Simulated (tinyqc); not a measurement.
Specific resistance of a metal-semiconductor contact and its transmission-line measurement: one step, computed by the program tinyqc. Command: `OMP_NUM_THREADS=1 python tinyqc.py 3010749 3010750 out.jsonl contact walk`. One thread of a shared host (Intel(R) Xeon(R) Processor @ 2.30GHz), about 0.01 s of CPU time with the checks.

The barrier is parabolic (depletion approximation), energies E are normal energies counted from the band edge in the neutral semiconductor (downwards for holes), and the bias is zero. xi is an input, held fixed when other inputs move.

Problem. Tunnelling energy and barrier. E_00 = (e hbar/2) sqrt(N/(eps eps_0 m)); band bending E_b = phi_B + xi; depletion width w = sqrt(2 eps eps_0 E_b/(e^2 N)). Image lowering d_phi = (e^3 N E_b/(8 pi^2 (eps eps_0)^3))^(1/4) (E_b in volts), and E_b - d_phi replaces E_b everywhere except in w.

Inputs (values chosen for the exercise, modelled on n-type In0.53Ga0.47As):
```
quantity,value,unit
tunnelling mass m,0.042,m_0
permittivity eps,13.9,-
barrier height phi_B,0.26,eV
doping N,4.2e+18,1/cm^3
"Fermi level above the band edge in the bulk, xi",0.16,eV
temperature T,77,K
```

Image-force lowering: included.

Constants: hbar = 1.054571817e-34 J s; eps_0 = 8.8541878128e-12 F/m; m_0 = 9.1093837015e-31 kg; k_B = 8.617333262e-05 eV/K; e = 1.602176634e-19 C.

Give: E_00; E_00/k_B T; depletion width; barrier used, above the bulk band edge.

Solution.

E_00 = 49.80 meV

E_00/k_B T = 7.505

depletion width = 12.39 nm

barrier used, above the bulk band edge = 0.3362 eV

By the usual rule this is field emission (E_00 > 5 k_B T).
